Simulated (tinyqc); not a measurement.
# Polarisation and half-bias from two TMR values

Question. A tunnel junction has TMR = TMR0/(1 + (V/Vh)^2), TMR0 = 2 P1 P2/(1 - P1 P2). Find TMR0, Vh and P2.

Values chosen for this exercise: spin polarisation of the reference layer P1 = 0.66.

TMR at 0.1 and 0.5 V (%): [179.69921, 74.509430]

Solution. 1/TMR is linear in V^2, and P1 P2 = TMR0/(2 + TMR0).

TMR0 = 191 %
Vh = 0.400 V
P2 = 0.740

Computed by the program tinyqc: `OMP_NUM_THREADS=1 python tinyqc.py 2450051 2450052 out.jsonl`, one thread of a shared Intel Xeon 2.30GHz, about 0.01 s for the whole run.
